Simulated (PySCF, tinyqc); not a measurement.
Inside a calculation (part 2 of 2). Method: RKS/PBE0 in the 3-21g basis, for H3-, spin multiplicity 1. The basis has no diffuse functions, so it cannot describe the extra electron: this is an exercise in the method, not the real anion. The lowest restricted solution is unstable here: a spin-polarised one lies 0.0006 hartree lower (PySCF). Computed by tinyqc, a small Python program that keeps every step (integrals from PySCF). Command: `OMP_NUM_THREADS=1 python tinyqc.py 31284 31285 out.jsonl` (the two numbers bound the seeds that draw the settings). One thread of a shared host (Intel(R) Xeon(R) Processor @ 2.60GHz), about 0.9 s of CPU time with the checks.

Geometry (angstrom):
```
atom         x         y         z
H     0.000000  0.000000  0.000000
H     0.000000  0.000000  1.243000
H     0.000000  1.365000  0.076000
```

## Iteration 2: diagonalisation and new density

extrapolated F (hartree), order 1H 1s, 1H 2s, 2H 1s, 2H 2s, 3H 1s, 3H 2s:
$$\begin{pmatrix}
0.481903 & -0.121149 & -0.135463 & -0.132113 & -0.088429 & -0.103596 \\
-0.121149 & 0.053149 & -0.133556 & -0.059146 & -0.070576 & -0.014864 \\
-0.135463 & -0.133556 & 0.382170 & -0.136725 & -0.016953 & -0.069294 \\
-0.132113 & -0.059146 & -0.136725 & 0.040811 & -0.051207 & -0.035621 \\
-0.088429 & -0.070576 & -0.016953 & -0.051207 & 0.655569 & -0.009633 \\
-0.103596 & -0.014864 & -0.069294 & -0.035621 & -0.009633 & 0.170005
\end{pmatrix}$$

X, order 1H 1s, 1H 2s, 2H 1s, 2H 2s, 3H 1s, 3H 2s:
$$\begin{pmatrix}
1.251147 & -0.516367 & 0.030511 & 0.020591 & 0.033945 & 0.027476 \\
-0.516367 & 1.636517 & -0.000290 & -0.426320 & 0.004968 & -0.363932 \\
0.030511 & -0.000290 & 1.244076 & -0.488328 & 0.011165 & 0.038210 \\
0.020591 & -0.426320 & -0.488328 & 1.481619 & 0.033513 & -0.114190 \\
0.033945 & 0.004968 & 0.011165 & 0.033513 & 1.243555 & -0.486116 \\
0.027476 & -0.363932 & 0.038210 & -0.114190 & -0.486116 & 1.430156
\end{pmatrix}$$

D after iteration 1, order 1H 1s, 1H 2s, 2H 1s, 2H 2s, 3H 1s, 3H 2s:
$$\begin{pmatrix}
0.706962 & -0.289532 & 0.751830 & -0.492506 & 0.770100 & -0.567774 \\
-0.289532 & 0.560550 & -0.402418 & 0.408249 & -0.549005 & 0.242138 \\
0.751830 & -0.402418 & 1.967443 & -1.924922 & -0.211244 & 0.620670 \\
-0.492506 & 0.408249 & -1.924922 & 2.117755 & 0.631963 & -1.282344 \\
0.770100 & -0.549005 & -0.211244 & 0.631963 & 1.978994 & -1.779400 \\
-0.567774 & 0.242138 & 0.620670 & -1.282344 & -1.779400 & 2.498711
\end{pmatrix}$$

overlap S, order 1H 1s, 1H 2s, 2H 1s, 2H 2s, 3H 1s, 3H 2s:
$$\begin{pmatrix}
1.000000 & 0.645899 & 0.087182 & 0.280462 & 0.053556 & 0.235488 \\
0.645899 & 1.000000 & 0.280462 & 0.603277 & 0.235488 & 0.542623 \\
0.087182 & 0.280462 & 1.000000 & 0.645899 & 0.007135 & 0.113344 \\
0.280462 & 0.603277 & 0.645899 & 1.000000 & 0.113344 & 0.348220 \\
0.053556 & 0.235488 & 0.007135 & 0.113344 & 1.000000 & 0.645899 \\
0.235488 & 0.542623 & 0.113344 & 0.348220 & 0.645899 & 1.000000
\end{pmatrix}$$

Diagonalise F' = X^T F X, C = X C', fill 2 alpha and 2 beta electrons from the bottom; D = 2 C_occ C_occ^T; the new density keeps 0.7 of the old one (damping). Each column has its largest component positive (the first on a tie).

F' = X^T F X (hartree):
$$\begin{pmatrix}
0.902446 & -0.539678 & -0.033610 & -0.057469 & 0.007134 & -0.047595 \\
-0.539678 & 0.497213 & -0.076989 & -0.100666 & -0.055703 & -0.078910 \\
-0.033610 & -0.076989 & 0.756384 & -0.485245 & 0.037566 & -0.005726 \\
-0.057469 & -0.100666 & -0.485245 & 0.408088 & -0.004265 & -0.055356 \\
0.007134 & -0.055703 & 0.037566 & -0.004265 & 1.058007 & -0.502559 \\
-0.047595 & -0.078910 & -0.005726 & -0.055356 & -0.502559 & 0.511211
\end{pmatrix}$$

orbital energies (hartree): MO1 -0.079035, MO2 0.184524, MO3 0.293133, MO4 1.098565, MO5 1.267337, MO6 1.368824

coefficients C, order 1H 1s, 1H 2s, 2H 1s, 2H 2s, 3H 1s, 3H 2s:
$$\begin{pmatrix}
0.202985 & -0.108339 & 0.182245 & -0.039429 & -1.249306 & 0.432194 \\
0.349675 & -0.416252 & 0.998100 & 0.268824 & 1.355603 & -0.239530 \\
0.232638 & 0.207603 & -0.069818 & 1.294527 & -0.054844 & 0.088328 \\
0.417390 & 0.738083 & -0.502250 & -1.267450 & -0.196888 & 0.116458 \\
0.072243 & -0.158161 & -0.136636 & -0.069145 & 0.386930 & 1.257682 \\
0.087845 & -0.569874 & -0.824773 & 0.192642 & -0.606003 & -1.006122
\end{pmatrix}$$

D after iteration 2, order 1H 1s, 1H 2s, 2H 1s, 2H 2s, 3H 1s, 3H 2s:
$$\begin{pmatrix}
0.526638 & -0.133027 & 0.541119 & -0.341897 & 0.558150 & -0.349700 \\
-0.133027 & 0.569708 & -0.284733 & 0.189008 & -0.329646 & 0.330253 \\
0.541119 & -0.284733 & 1.435542 & -1.197248 & -0.157488 & 0.375746 \\
-0.341897 & 0.189008 & -1.197248 & 1.913817 & 0.390424 & -1.128010 \\
0.558150 & -0.329646 & -0.157488 & 0.390424 & 1.403436 & -1.187693 \\
-0.349700 & 0.330253 & 0.375746 & -1.128010 & -1.187693 & 1.948582
\end{pmatrix}$$

## Iteration 68 (converged): orbitals

converged F (hartree), order 1H 1s, 1H 2s, 2H 1s, 2H 2s, 3H 1s, 3H 2s:
$$\begin{pmatrix}
0.484432 & -0.128918 & -0.136792 & -0.138059 & -0.103391 & -0.122933 \\
-0.128918 & 0.047106 & -0.120917 & -0.047729 & -0.100687 & -0.040081 \\
-0.136792 & -0.120917 & 0.554502 & -0.093059 & -0.014357 & -0.062283 \\
-0.138059 & -0.047729 & -0.093059 & 0.091625 & -0.058074 & -0.033422 \\
-0.103391 & -0.100687 & -0.014357 & -0.058074 & 0.597296 & -0.067534 \\
-0.122933 & -0.040081 & -0.062283 & -0.033422 & -0.067534 & 0.121609
\end{pmatrix}$$

Diagonalise F' = X^T F X, C = X C', fill 2 alpha and 2 beta electrons from the bottom; D = 2 C_occ C_occ^T. Each column has its largest component positive (the first on a tie).

F' = X^T F X (hartree):
$$\begin{pmatrix}
0.912990 & -0.545473 & -0.030788 & -0.068305 & 0.005353 & -0.060439 \\
-0.545473 & 0.502387 & -0.077319 & -0.100124 & -0.070834 & -0.090948 \\
-0.030788 & -0.077319 & 0.982791 & -0.540267 & 0.042613 & 0.000132 \\
-0.068305 & -0.100124 & -0.540267 & 0.484580 & -0.002506 & -0.050521 \\
0.005353 & -0.070834 & 0.042613 & -0.002506 & 1.025038 & -0.541014 \\
-0.060439 & -0.090948 & 0.000132 & -0.050521 & -0.541014 & 0.493148
\end{pmatrix}$$

orbital energies (hartree): MO1 -0.067996, MO2 0.172015, MO3 0.312249, MO4 1.274107, MO5 1.323003, MO6 1.387557

coefficients C, order 1H 1s, 1H 2s, 2H 1s, 2H 2s, 3H 1s, 3H 2s:
$$\begin{pmatrix}
0.222545 & 0.000475 & 0.190673 & -1.210858 & 0.015500 & 0.531945 \\
0.412168 & 0.032309 & 1.064002 & 1.363460 & 0.109590 & -0.291519 \\
0.157185 & -0.175093 & -0.114384 & 0.182706 & 1.205508 & 0.483348 \\
0.281384 & -0.667580 & -0.744107 & -0.397675 & -1.156947 & -0.234063 \\
0.117746 & 0.194717 & -0.098805 & 0.435933 & -0.518510 & 1.124603 \\
0.206789 & 0.742883 & -0.612856 & -0.625910 & 0.586079 & -0.850808
\end{pmatrix}$$

D after iteration 68, order 1H 1s, 1H 2s, 2H 1s, 2H 2s, 3H 1s, 3H 2s:
$$\begin{pmatrix}
0.099053 & 0.183483 & 0.069795 & 0.124607 & 0.052593 & 0.092746 \\
0.183483 & 0.341852 & 0.118259 & 0.188818 & 0.109644 & 0.218467 \\
0.069795 & 0.118259 & 0.110729 & 0.322236 & -0.031171 & -0.195138 \\
0.124607 & 0.188818 & 0.322236 & 1.049680 & -0.193714 & -0.875493 \\
0.052593 & 0.109644 & -0.031171 & -0.193714 & 0.103557 & 0.338000 \\
0.092746 & 0.218467 & -0.195138 & -0.875493 & 0.338000 & 1.189274
\end{pmatrix}$$

## Convergence

Stop when the energy changes by less than 1e-10 hartree and every element of the error matrix X^T (F D S - S D F) X is below 3e-06.

Course of the cycle:
```
iteration  E (hartree)     change  largest element of the error matrix
1           3.11176262          -                             3.49e-01
2           1.81725604  -1.29e+00                             2.50e-01
3           0.87072785  -9.47e-01                             1.69e-01
4           0.18286883  -6.88e-01                             1.03e-01
5          -0.31401499  -4.97e-01                             6.99e-02
6          -0.66902192  -3.55e-01                             4.67e-02
7          -0.92123188  -2.52e-01                             3.17e-02
8          -1.09959286  -1.78e-01                             2.20e-02
9          -1.22534220  -1.26e-01                             1.53e-02
10         -1.31380934  -8.85e-02                             1.07e-02
11         -1.37595524  -6.21e-02                             7.50e-03
12         -1.41956531  -4.36e-02                             5.26e-03
13         -1.45014527  -3.06e-02                             3.68e-03
14         -1.47157728  -2.14e-02                             2.58e-03
...                ...        ...                                  ...
55         -1.52166886  -9.58e-09                             1.16e-09
56         -1.52166887  -6.71e-09                             8.09e-10
57         -1.52166888  -4.69e-09                             5.66e-10
58         -1.52166888  -3.29e-09                             3.96e-10
59         -1.52166888  -2.30e-09                             2.77e-10
60         -1.52166888  -1.61e-09                             1.94e-10
61         -1.52166888  -1.13e-09                             1.36e-10
62         -1.52166889  -7.89e-10                             9.51e-11
63         -1.52166889  -5.52e-10                             6.66e-11
64         -1.52166889  -3.87e-10                             4.66e-11
65         -1.52166889  -2.71e-10                             3.26e-11
66         -1.52166889  -1.89e-10                             2.28e-11
67         -1.52166889  -1.33e-10                             1.60e-11
68         -1.52166889  -9.28e-11                             1.12e-11
```

PySCF RKS in the same basis, fine grid = -1.52169355 hartree

Converged in 68 iterations. The coarse grid moves the energy by +2.47e-05 hartree.

## Populations, bond orders and dipole

Mulliken: Z minus the diagonal of D S on the atom; Loewdin: the same with S^(1/2) D S^(1/2); Mayer order: 2 sum_s sum (D(s) S)_ij (D(s) S)_ji over the two atoms.

Charges (e):
```
atom   Mulliken    Loewdin
1H    -0.035060   0.012861
2H    -0.415620  -0.443007
3H    -0.549320  -0.569854
```

Mayer bond orders:
```
pair     order
2-1   0.558846
3-1   0.440769
3-2   0.197424
```

dipole moment about the origin, x y z (debye): [0.000000, -3.619172, -2.675389]
